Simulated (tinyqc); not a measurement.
Voltage: WKB tunnelling through a gate dielectric with a two-band (Franz) dispersion.

At depth x the conduction edge lies u(x) = phi - V x/t above the electron. Parabolic: kappa = sqrt(m u/c). Franz: kappa = sqrt(m u (1 - u/Eg)/c), which vanishes at both band edges. c = hbar^2/2m0. T = exp(-2 integral of kappa dx) over the region u > 0; no image force, no prefactor, zero transverse momentum. The region ends at x_e = min(t, phi t/V); x_e < t is the Fowler-Nordheim regime.

Constants: hbar^2/2m0 = 3.80998211 eV angstrom^2.

Values chosen for the exercise (of the size used for SiO2 on silicon; not measured data): Eg = 8.55 eV (gap of the dielectric); phi = 3.2 eV (barrier above the electron energy at the emitter); m = 0.57 m0 (mass at the conduction edge); t = 19 angstrom (thickness).

The same layer at other voltages.

Exponents 2 I and transmission:

| V (V) | shape | x_e (angstrom) | 2 I parabolic | 2 I Franz | T Franz |
|---|---|---|---|---|---|
| 0.25 | trapezoid | 19.00 | 25.772 | 20.621 | 1.11e-09 |
| 0.50 | trapezoid | 19.00 | 25.237 | 20.416 | 1.36e-09 |
| 1.00 | trapezoid | 19.00 | 24.117 | 19.916 | 2.24e-09 |
| 1.50 | trapezoid | 19.00 | 22.915 | 19.281 | 4.23e-09 |
| 2.00 | trapezoid | 19.00 | 21.605 | 18.486 | 9.37e-09 |
| 3.00 | trapezoid | 19.00 | 18.405 | 16.142 | 9.77e-08 |
| 4.00 | triangle | 15.20 | 14.023 | 12.324 | 4.44e-06 |
| 5.00 | triangle | 12.16 | 11.218 | 9.859 | 5.23e-05 |
| 6.00 | triangle | 10.13 | 9.349 | 8.216 | 0.000270 |

What can be read from this table?

While the barrier is a trapezoid T rises by a factor 88.2 from 0.25 to 3 V. Beyond V = phi = 3.2 V the path shortens and the exponent falls as 1/V: from 4 to 6 V it goes from 12.32 to 8.22, the ratio 0.667 = 4/6. The last row means 31.6 MV/cm; rows above about 12 MV/cm are past breakdown.

Run: tinyqc, `OMP_NUM_THREADS=1 python tinyqc.py 1482378 1482379 out.jsonl`; Intel(R) Xeon(R) Processor @ 2.30GHz, one thread, shared host; about 0.01 s of CPU time with all checks.
